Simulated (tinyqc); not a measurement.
Where the concentration falls to given levels: concentration-dependent dopant diffusion with charged defects and the built-in field. Computed by tinyqc, a small Python program. Command: `OMP_NUM_THREADS=1 python tinyqc.py 3017619 3017620 out.jsonl extrinsic walk`. One thread of a shared host (Intel(R) Xeon(R) Processor @ 2.30GHz), about 0.07 s of CPU time with the checks.

A constant source C_s feeds a half space. The dopant moves through neutral point defects and through charged ones, whose number grows with the majority carrier density n.

Inputs (values chosen for the exercise, modelled on antimony in silicon):
```
quantity                        value    unit
neutral prefactor D0x           0.204  cm^2/s
neutral activation energy E0     3.67      eV
singly charged prefactor D01     15.1  cm^2/s
activation energy E1             4.09      eV
surface concentration C_s     2.6e+18  1/cm^3
temperature T                    1050       C
time t                            350       s
```

Field enhancement: on.

Constants: k_B = 8.617333262e-05 eV/K.

Method:
- n_i = 3.87e16 T^1.5 exp(-7014/T) per cm^3 (T in kelvin, an empirical form); each D = prefactor x exp(-E/(k_B T)); the intrinsic diffusivity D_i is their sum.
- Temperatures in kelvin are T(C) + 273.15.
- n = C/2 + sqrt(C^2/4 + n_i^2); D(C) = h [Dx + D1 (n/n_i)], h = 1 + C/sqrt(C^2 + 4 n_i^2).
- With y = x/sqrt(D_s t), u = C/C_s and q = -(D/D_s) du/dy: du/dy = -q D_s/D, dq/dy = -(y/2) q D_s/D, u(0) = 1. The surface flux q(0) is shot so that u tends to 0 (LSODA, an adaptive multistep solver, relative tolerance 1e-10). Dose Q = 2 q(0) C_s sqrt(D_s t).
- For comparison, erfc profiles with a constant D: x = 2 sqrt(D t) erfc^-1(C/C_s), with D = D_i and D = D_s.

partial diffusivities (cm^2/s): Dx 2.14229e-15, D1 3.98544e-15

n_i = 9.28828e+18 1/cm^3

surface diffusivity D_s = 7.65645e-15 cm^2/s

intrinsic diffusivity D_i = 6.12773e-15 cm^2/s

Depth (nm):
```
C/C_s       D/D_s    full  erfc with D_i  erfc with D_s
8.00e-01  0.95778   5.974          5.247          5.865
5.00e-01  0.89654  15.422         13.969         15.615
2.00e-01  0.83792  28.301         26.542         29.669
1.00e-01  0.81898  35.776         34.066         38.079
3.00e-02  0.80590  46.469         44.945         50.239
1.00e-02  0.80219  54.713         53.348         59.632
1.00e-03  0.80052  69.276         68.150         76.178
1.00e-04  0.80035  81.551         80.578         90.070
```

What does the comparison show, and why?

The depth between C/C_s = 0.1 and 1e-4 spans 45.8 nm in the full profile, against 46.5 nm for D_i and 52.0 nm for D_s; the ratio of the depths at 1e-4 and at 0.5 is 5.29, against 5.77 for any erfc. The profile stays close to an erfc.
